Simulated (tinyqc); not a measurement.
From results back to parameters: k.p values derived from sp3s* tight binding at Gamma. Four cases, with inputs chosen for the exercise.

Problem. The electron mass obeys m0/m = A + Ep/EG, where A gathers the direct term and the higher bands, and Ep = P^2/c with c = hbar^2/2m0, P = (a/4)(sa pc Vsapc + sc pa Vscpa). The mass comes from a hidden Vscpa (s cation, p anion); sa, sc are the anion and cation parts of S+, the upper s level at Gamma, and pa, pc those of P-, the lower p level (P+ is the upper one).

Constants: hbar^2/2m0 = 3.80998211 eV angstrom^2.

Find: Ep; Vscpa.

Method. Ep = (m0/m - A) EG gives |P|; both terms of P have the sign of sc pa, and the linear relation gives Vscpa. A is held fixed, though its part from P+ also depends on Vscpa.

Case 1.

Values chosen (out of a larger set: near a published set for GaP, fitted to gaps, whose masses and valley positions are rough; not measured data): a = 5.446 angstrom (lattice constant); Vsapc = 4.287 eV (s anion, p cation).

m = 0.2578299 m0
A = -1.71303
EG = 2.893247 eV

sa, sc, pa, pc: 0.562714  -0.826651  0.885855  -0.463962

Solution.

Ep = 16.18 eV
Vscpa = 6.35 eV

Case 2.

Values chosen (out of a larger set: near a published set for GaAs, fitted to gaps, whose masses and valley positions are rough; not measured data): a = 5.655 angstrom (lattice constant); Vsapc = 4.413 eV (s anion, p cation).

m = 0.1091326 m0
A = -1.53822
EG = 1.466964 eV

sa, sc, pa, pc: 0.542718  -0.839915  0.881743  -0.471729

Solution.

Ep = 15.70 eV
Vscpa = 5.86 eV

Case 3.

Values chosen (out of a larger set: near a published set for GaSb, fitted to gaps, whose masses and valley positions are rough; not measured data): a = 6.093 angstrom (lattice constant); Vsapc = 4.959 eV (s anion, p cation).

m = 0.0646186 m0
A = -1.95437
EG = 0.776250 eV

sa, sc, pa, pc: 0.605113  -0.796139  0.878715  -0.477346

Solution.

Ep = 13.53 eV
Vscpa = 4.69 eV

Case 4.

Values chosen (out of a larger set: near a published set for GaSb, fitted to gaps, whose masses and valley positions are rough; not measured data): a = 6.097 angstrom (lattice constant); Vsapc = 4.978 eV (s anion, p cation).

m = 0.0744921 m0
A = -1.99218
EG = 0.870149 eV

sa, sc, pa, pc: 0.606853  -0.794814  0.878407  -0.477914

Solution.

Ep = 13.41 eV
Vscpa = 4.65 eV

Computed by tinyqc, one run a case: `OMP_NUM_THREADS=1 python tinyqc.py N N+1 out.jsonl` with N = 1482058, 1482067, 1482120, 1482141; one thread of a shared Intel(R) Xeon(R) Processor @ 2.30GHz, about 0.01 s a run at most.
